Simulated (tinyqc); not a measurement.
Inside a calculation. Method: MP2 on RHF in the sto-3g basis, frozen core, for B+, spin multiplicity 1. Computed by tinyqc, a small Python program that keeps every step (integrals from PySCF). Settings: charge = 1, multiplicity = 1, basis = sto-3g, method = RHF, frozen orbitals = 1, energy threshold = 1e-10, iteration cap = 71, orthogonalisation = symmetric, start = core, DIIS depth = 6. Command: `OMP_NUM_THREADS=1 python tinyqc.py 29294 29295 out.jsonl` (the two numbers bound the seeds that draw the settings). One thread of a shared host (Intel(R) Xeon(R) Processor @ 2.60GHz), about 0.05 s of CPU time with the checks. The early iterations of the SCF are left out here.

## One-electron integrals

Geometry (angstrom):
```
atom         x         y         z
B     0.000000  0.000000  0.000000
```

Basis sto-3g: exponents (1/bohr^2) and contraction coefficients of normalised primitives:
```
element  l (shell)   exponent  coefficient
B            s (1)  48.791113     0.154329
B            s (1)   8.887362     0.535328
B            s (1)   2.405267     0.444635
B            s (2)   2.236956    -0.099967
B            s (2)   0.519821     0.399513
B            s (2)   0.169062     0.700115
B            p (3)   2.236956     0.155916
B            p (3)   0.519821     0.607684
B            p (3)   0.169062     0.391957
```

Overlap, kinetic and nuclear-attraction integrals over the contracted functions; the nuclear repulsion is the sum of Za Zb / Rab.

nuclear repulsion = 0 hartree

overlap S, lower triangle:
```
           1B 1s     1B 2s    1B 2px    1B 2py    1B 2pz
1B 1s   1.000000
1B 2s   0.269328  1.000000
1B 2px  0.000000  0.000000  1.000000
1B 2py  0.000000  0.000000  0.000000  1.000000
1B 2pz  0.000000  0.000000  0.000000  0.000000  1.000000
```

kinetic energy T (hartree), lower triangle:
```
            1B 1s     1B 2s    1B 2px    1B 2py    1B 2pz
1B 1s   10.826302
1B 2s   -0.047967  0.359168
1B 2px   0.000000  0.000000  1.123881
1B 2py   0.000000  0.000000  0.000000  1.123881
1B 2pz   0.000000  0.000000  0.000000  0.000000  1.123881
```

nuclear attraction V (hartree), lower triangle:
```
             1B 1s      1B 2s     1B 2px     1B 2py     1B 2pz
1B 1s   -23.147388
1B 2s    -3.139362  -3.771633
1B 2px    0.000000   0.000000  -3.741440
1B 2py    0.000000   0.000000   0.000000  -3.741440
1B 2pz    0.000000   0.000000   0.000000   0.000000  -3.741440
```

core Hamiltonian H = T + V (hartree), lower triangle:
```
             1B 1s      1B 2s     1B 2px     1B 2py     1B 2pz
1B 1s   -12.321086
1B 2s    -3.187330  -3.412465
1B 2px    0.000000   0.000000  -2.617559
1B 2py    0.000000   0.000000   0.000000  -2.617559
1B 2pz    0.000000   0.000000   0.000000   0.000000  -2.617559
```

## Two-electron integrals

Functions are numbered as in S; the eight-fold symmetry (ij|kl) = (ji|kl) = (kl|ij) leaves the list below.

Two-electron integrals (ij|kl) in chemists' order, unique and non-zero (hartree):
```
(11|11) 2.923513   (21|11) 0.518376   (21|21) 0.109262   (22|11) 0.744229
(22|21) 0.193177   (22|22) 0.544804   (31|31) 0.020264   (32|31) 0.029996
(32|32) 0.120346   (33|11) 0.742491   (33|21) 0.193240   (33|22) 0.544682
(33|33) 0.586773   (41|41) 0.020264   (42|41) 0.029996   (42|42) 0.120346
(43|43) 0.031630   (44|11) 0.742491   (44|21) 0.193240   (44|22) 0.544682
(44|33) 0.523513   (44|44) 0.586773   (51|51) 0.020264   (52|51) 0.029996
(52|52) 0.120346   (53|53) 0.031630   (54|54) 0.031630   (55|11) 0.742491
(55|21) 0.193240   (55|22) 0.544682   (55|33) 0.523513   (55|44) 0.523513
(55|55) 0.586773
```

## Orthogonalisation

S = U s U^T; symmetric (Loewdin) form X = U s^(-1/2) U^T, so that X^T S X = 1.

eigenvalues of S: 0.730672  1.000000  1.000000  1.000000  1.269328

X, lower triangle:
```
            1B 1s     1B 2s    1B 2px    1B 2py    1B 2pz
1B 1s    1.028732
1B 2s   -0.141141  1.028732
1B 2px   0.000000  0.000000  1.000000
1B 2py   0.000000  0.000000  0.000000  1.000000
1B 2pz   0.000000  0.000000  0.000000  0.000000  1.000000
```

## Starting guess

The start is the orbitals of the core Hamiltonian; D = 2 C_occ C_occ^T.

D at the start, lower triangle:
```
            1B 1s     1B 2s    1B 2px    1B 2py    1B 2pz
1B 1s    2.156421
1B 2s   -0.580784  2.156421
1B 2px   0.000000  0.000000  0.000000
1B 2py   0.000000  0.000000  0.000000  0.000000
1B 2pz   0.000000  0.000000  0.000000  0.000000  0.000000
```

## Iteration 2 (converged): orbitals

converged F (hartree), lower triangle:
```
            1B 1s      1B 2s     1B 2px     1B 2py     1B 2pz
1B 1s   -7.982923
1B 2s   -2.299193  -1.450181
1B 2px   0.000000   0.000000  -0.200518
1B 2py   0.000000   0.000000   0.000000  -0.200518
1B 2pz   0.000000   0.000000   0.000000   0.000000  -0.200518
```

Diagonalise F' = X^T F X, C = X C', fill 2 alpha and 2 beta electrons from the bottom; D = 2 C_occ C_occ^T. Each column has its largest component positive (the first on a tie).

F' = X^T F X (hartree), lower triangle:
```
           1          2          3          4          5
1  -7.809469
2  -1.109365  -1.026070
3   0.000000   0.000000  -0.200518
4   0.000000   0.000000   0.000000  -0.200518
5   0.000000   0.000000   0.000000   0.000000  -0.200518
```

orbital energies (hartree): MO1 -7.986287, MO2 -0.849252, MO3 -0.200518, MO4 -0.200518, MO5 -0.200518

coefficients C:
```
             MO1        MO2       MO3       MO4       MO5
1B 1s   0.993693  -0.301304  0.000000  0.000000  0.000000
1B 2s   0.022541   1.038125  0.000000  0.000000  0.000000
1B 2px  0.000000   0.000000  1.000000  0.000000  0.000000
1B 2py  0.000000   0.000000  0.000000  1.000000  0.000000
1B 2pz  0.000000   0.000000  0.000000  0.000000  1.000000
```

D after iteration 2, lower triangle:
```
            1B 1s     1B 2s    1B 2px    1B 2py    1B 2pz
1B 1s    2.156421
1B 2s   -0.580784  2.156421
1B 2px   0.000000  0.000000  0.000000
1B 2py   0.000000  0.000000  0.000000  0.000000
1B 2pz   0.000000  0.000000  0.000000  0.000000  0.000000
```

Within a degenerate level the vectors are fixed only up to a rotation; this is one choice.

## Convergence

Stop when the energy changes by less than 1e-10 hartree and every element of the error matrix X^T (F D S - S D F) X is below 3e-06.

Course of the cycle:
```
iteration   E (hartree)    change  largest element of the error matrix
1          -23.94847037         -                             1.87e-15
2          -23.94847037  1.42e-14                             0.000000
```

PySCF RHF in the same basis = -23.94847037 hartree

Converged in 2 iterations.

## Populations

Mulliken: Z minus the diagonal of D S on the atom; Loewdin: the same with S^(1/2) D S^(1/2).

Charges (e):
```
atom  Mulliken   Loewdin
1B    1.000000  1.000000
```

## Integrals over molecular orbitals

(pq|rs) = sum C_ip C_jq C_kr C_ls (ij|kl), one index at a time.

one-electron integrals over orbitals h = C^T H C (hartree), lower triangle:
```
            1          2          3          4          5
1  -12.310688
2    0.342793  -2.802244
3    0.000000   0.000000  -2.617559
4    0.000000   0.000000   0.000000  -2.617559
5    0.000000   0.000000   0.000000   0.000000  -2.617559
```

Two-electron integrals over orbitals (pq|rs), unique and non-zero (hartree); the lowest 1 orbital is frozen and left out:
```
(22|22) 0.525885   (32|32) 0.112771   (33|22) 0.533524   (33|33) 0.586773
(42|42) 0.112771   (43|43) 0.031630   (44|22) 0.533524   (44|33) 0.523513
(44|44) 0.586773   (52|52) 0.112771   (53|53) 0.031630   (54|54) 0.031630
(55|22) 0.533524   (55|33) 0.523513   (55|44) 0.523513   (55|55) 0.586773
```

## Second-order Moller-Plesset energy

Hartree-Fock energy = -23.94847037 hartree

E2 = sum_ijab (ia|jb) [2 (ia|jb) - (ib|ja)] / (e_i + e_j - e_a - e_b) over occupied i, j and virtual a, b; the opposite-spin part is (ia|jb)^2 / denominator, the rest is same-spin, and SCS-MP2 scales them by 6/5 and 1/3.

Terms:
```
i  j  a  b   (ia|jb)   (ib|ja)  denominator       term
2  2  3  3  0.112771  0.112771    -1.297468  -0.009802
2  2  4  4  0.112771  0.112771    -1.297468  -0.009802
2  2  5  5  0.112771  0.112771    -1.297468  -0.009802
```

Pair energies (hartree; pair i-j sums ij and ji):
```
pair  opposite spin  same spin
2-2       -0.029405   0.000000
```

MP2 correlation energy = -0.02940512 hartree

SCS-MP2 correlation energy = -0.03528614 hartree

MP2 total energy = -23.97787548 hartree
